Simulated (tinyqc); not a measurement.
Worked calculation: UHF in the sto-3g basis, for HeH+, spin multiplicity 1. One step of it, computed by the program tinyqc.

Question. Iteration 3: DIIS coefficients. Solve [B -1; -1 0][c; lambda] = [0; -1] for the coefficients, which sum to one.

B (overlaps of the stored error matrices):
$$\begin{pmatrix}
3.3417512e-02 & 2.0795341e-02 & 4.3046727e-03 \\
2.0795341e-02 & 1.3019694e-02 & 2.6818718e-03 \\
4.3046727e-03 & 2.6818718e-03 & 5.5462933e-04
\end{pmatrix}$$

Give: DIIS coefficients.

Answer.

DIIS coefficients: [-0.122, -0.046, 1.168]
